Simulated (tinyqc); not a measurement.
One-diode model of a solar cell: effect of the concentration.

J is the current delivered and Vj = V + J Rs the junction voltage. J = X JL - J01 (exp(Vj/(n1 Vt)) - 1) - Vj/Rp. The photocurrent does not depend on voltage.

Jsc at V = 0, Voc at J = 0, the maximum power point where J (1 + 2 Rs G) = G Vj with G = -dJ/dVj; FF = Vmp Jmp/(Voc Jsc); efficiency Vmp Jmp/(X Pin). Empirical fill factor without parasitics FF0 = (v - ln(v + 0.72))/(v + 1), v = Voc/(n1 Vt).

Values chosen for this exercise; values of the order met in cells of silicon:
- T = 300 K (temperature)
- JL = 36.1 mA/cm^2 (photocurrent at one sun)
- J01 = 2.2e-8 A/cm^2 (saturation current of the diode)
- n1 = 1.64 (ideality factor of the diode)
- Rs = 0.099 ohm cm^2 (series resistance)
- Rp = 5000 ohm cm^2 (shunt resistance)
- Pin = 100 mW/cm^2 (incident power at one sun)

Constants: q = 1.602176634e-19 C, kB = 1.380649e-23 J/K, Vt = kB T/q. Results are converted to the units shown.

Results:
```
X (suns)  Jsc (mA/cm^2)  Voc (V)  Vmp (V)  Jmp (mA/cm^2)      FF  efficiency (%)     FF0
0.01             0.3610   0.4008   0.3048         0.2709  0.5706           8.257  0.6824
0.04              1.444   0.4674   0.3692          1.237  0.6764           11.41  0.7120
0.5               18.05   0.5771   0.4698          16.47  0.7429           15.48  0.7493
2                 72.20   0.6361   0.5203          66.61  0.7546           17.33  0.7653
6                 216.6   0.6827   0.5523          200.5  0.7490           18.46  0.7765
20                722.0   0.7337   0.5603          664.9  0.7032           18.63  0.7874
80                 2888   0.7925   0.4721           2439  0.5031           14.39  0.7986
300                7997   0.8486   0.4270           4057  0.2553           5.775  0.8081
```

Estimate the missing row, X = 0.1 suns.

Computed row:
```
X (suns)  Jsc (mA/cm^2)  Voc (V)  Vmp (V)  Jmp (mA/cm^2)      FF  efficiency (%)     FF0
0.1               3.610   0.5079   0.4068          3.203  0.7106           13.03  0.7271
```

With this row back in the table: As X goes from 0.01 to 300, Voc rises from 0.401 to 0.849 V, FF goes from 0.571 through a maximum of 0.755 (at X = 2 among the rows listed) to 0.255 and the efficiency goes from 8.26 through a maximum of 18.6 (at X = 20 among the rows listed) to 5.77 %. Voc gains 97.6 mV a decade at the top and 111 mV at the bottom (n1 Vt ln 10 = 97.6 mV). Past the optimum the loss in Rs, which grows as J^2, outruns the gain in Voc: at the best row X JL Rs = 1.7 n1 Vt. For X = 0.01 v is below 10, outside the range of the formula for FF0. For X = 300 Rs Jsc exceeds half of Voc, so the series resistance shapes the curve and drives FF towards the 1/4 of a resistor.

Computed by the program tinyqc: `OMP_NUM_THREADS=1 python tinyqc.py 2280014 2280015 out.jsonl`, one thread of a shared Intel Xeon 2.30GHz, about 0.01 s for the whole run.
